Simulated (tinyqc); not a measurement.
What each input does: propagation of a band-gap error through k.p and effective-mass formulas.

Chain, for a gap E (the reference Eg or another value), with Ep and Dso kept: 1/me = 1 + Ep (E + 2 Dso/3)/(E (E + Dso)); g* = 2 - 2 Ep Dso/(3 E (E + Dso)); g1(E) = g1 + (Ep/3)(1/E - 1/Eg), g2(E) = g2 + (Ep/6)(1/E - 1/Eg), light hole 1/(g1 + 2 g2), heavy hole 1/(g1 - 2 g2) along [100]; optical constant ei(E) = 1 + (ei - 1)(EP/(EP + E - Eg))^2, static e0(E) = ei(E) + e0 - ei.

Donor: R = Ry me/e0^2, a_B = a0 e0/me, Mott density (0.26/a_B)^3. Nc, Nv = 2 (m kT/(4 pi c))^(3/2), c = hbar^2/2m0, ni = sqrt(Nc Nv) exp(-E/2kT). Exciton: Ry mu/e0^2 with 1/mu = 1/me + g1(E). 1 angstrom^-3 = 1e24 cm^-3.

Constants: Ry = 13.60569312 eV; a0 (Bohr radius) = 0.5291772105 angstrom; kB = 8.617333262e-05 eV/K; hbar^2/2m0 = 3.80998211 eV angstrom^2.

Values chosen for the exercise (reference values near those of GaAs, gap at low temperature; shifted at random, so the results belong to these values and not to a real crystal):

| symbol | value | unit | meaning |
|---|---|---|---|
| Eg | 1.526 | eV | gap at Gamma to the s-like level |
| Dso | 0.342 | eV | spin-orbit splitting |
| Ep | 25.2 | eV | Kane energy |
| g1 | 7 |  | Luttinger gamma1 |
| g2 | 2.05 |  | gamma2 |
| e0 | 12.78 |  | static dielectric constant |
| ei | 10.99 |  | optical dielectric constant |
| EP | 5.22 | eV | mean (Penn) gap |
| mh | 0.41 | m0 | density-of-states mass of the holes |
| T | 77 | K | temperature |
| Eg2 | 0.519 | eV | a wrong gap, of the size a semi-local functional can give |

All at E = Eg2.

One parameter was then changed.

Results before and after:

| case | me (m0) | light hole (m0) | e0 | donor (meV) | exciton (meV) | log10 ni |
|---|---|---|---|---|---|---|
| base | 0.0232 | 0.0308 | 18.13 | 0.960 | 0.681 | 0.012 |
| changed | 0.0232 | 0.0308 | 18.60 | 0.912 | 0.647 | 0.012 |

Which of these changes was made? (a) ei = 11.869; (b) mh = 0.443 m0; (c) Eg2 = 0.477 eV; (d) T = 83.16 K; (e) Dso = 0.315 eV; (f) Ep = 27.216 eV; (g) g1 = 6.44; (h) EP = 5.638 eV.

Answer: (a) ei = 11.869. Of the candidates, run in turn, only this one gives the changed row.

All candidates:

| case | me (m0) | light hole (m0) | e0 | donor (meV) | exciton (meV) | log10 ni |
|---|---|---|---|---|---|---|
| base | 0.0232 | 0.0308 | 18.13 | 0.960 | 0.681 | 0.012 |
| Eg2 = 0.477 eV | 0.0215 | 0.0283 | 18.44 | 0.861 | 0.610 | 1.363 |
| Dso = 0.315 eV | 0.0230 | 0.0308 | 18.13 | 0.953 | 0.677 | 0.010 |
| Ep = 27.216 eV | 0.0215 | 0.0293 | 18.13 | 0.891 | 0.637 | -0.012 |
| g1 = 6.44 | 0.0232 | 0.0313 | 18.13 | 0.960 | 0.687 | 0.012 |
| EP = 5.638 eV | 0.0232 | 0.0308 | 17.60 | 1.019 | 0.723 | 0.012 |
| ei = 11.869 | 0.0232 | 0.0308 | 18.60 | 0.912 | 0.647 | 0.012 |
| mh = 0.443 m0 | 0.0232 | 0.0308 | 18.13 | 0.960 | 0.681 | 0.038 |
| T = 83.16 K | 0.0232 | 0.0308 | 18.13 | 0.960 | 0.681 | 1.321 |

tinyqc: `OMP_NUM_THREADS=1 python tinyqc.py 1850272 1850273 out.jsonl`; about 0.01 s, one thread, shared Intel(R) Xeon(R) Processor @ 2.30GHz.
